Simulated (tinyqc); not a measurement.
Capture against temperature: configuration-coordinate model of carrier capture at a defect.

Two parabolas of equal curvature k in one coordinate Q: with the carrier free at the band edge, U_f = k Q^2/2; with the carrier trapped, U_t = k (Q - dQ)^2/2 - ET. ER = k dQ^2/2, Huang-Rhys factor S = ER/hw, hw = 0.0646541 sqrt(k/M) eV for k in eV/angstrom^2 and M in u. The curves cross at a height Eb = (ER - ET)^2/(4 ER) above the free minimum.

Multiphonon factor for giving p = ET/hw phonons to the lattice: W = exp(-S (2 nb + 1)) ((nb + 1)/nb)^(p/2) I_p(x), nb = 1/(exp(hw/kT) - 1), x = 2 S sqrt(nb (nb + 1)), I_p the modified Bessel function. Classical limit: W = hw exp(-Eb/kT)/sqrt(4 pi ER kT). At T = 0: exp(-S) S^p/Gamma(p + 1).

Constants: kB = 8.617333262e-05 eV/K.

Values chosen for the exercise (out of a larger set: of the size met at a deep level in GaN; not measured data): ET = 1.01 eV (thermal depth of the level below the band edge); ER = 0.6 eV (relaxation energy); hw = 0.032 eV (phonon energy of the mode).

The local activation energy is -d ln W/d(1/kT), by central differences with T changed by 1 %.

Against T:

| T (K) | kT/hw | log10 W | log10 W, classical | activation energy (eV) |
|---|---|---|---|---|
| 40 | 0.108 | -2.724 | -9.527 | 0.0000 |
| 60 | 0.162 | -2.720 | -6.674 | 0.0003 |
| 80 | 0.215 | -2.704 | -5.265 | 0.0015 |
| 120 | 0.323 | -2.630 | -3.882 | 0.0068 |
| 160 | 0.431 | -2.525 | -3.209 | 0.0140 |
| 220 | 0.592 | -2.364 | -2.677 | 0.0242 |
| 300 | 0.808 | -2.188 | -2.316 | 0.0333 |
| 400 | 1.077 | -2.036 | -2.085 | 0.0386 |
| 550 | 1.481 | -1.900 | -1.913 | 0.0395 |

log10 W at T = 0 = -2.724
Eb = 0.0700 eV

What can be read from this table?

At 40 K log10 W is -2.72, against -2.72 at T = 0 and -9.5 classically; at 550 K the two forms differ by +0.01. The activation energy read from an Arrhenius plot goes from 0.000 eV at 40 K to 0.039 at 550 K, with its largest value 0.039 at 550 K, against Eb = 0.070 eV; the classical form itself gives Eb - kT/2. A measured slope therefore understates the barrier.

tinyqc: `OMP_NUM_THREADS=1 python tinyqc.py 1480793 1480794 out.jsonl`; about 0.01 s, one thread, shared Intel(R) Xeon(R) Processor @ 2.30GHz.
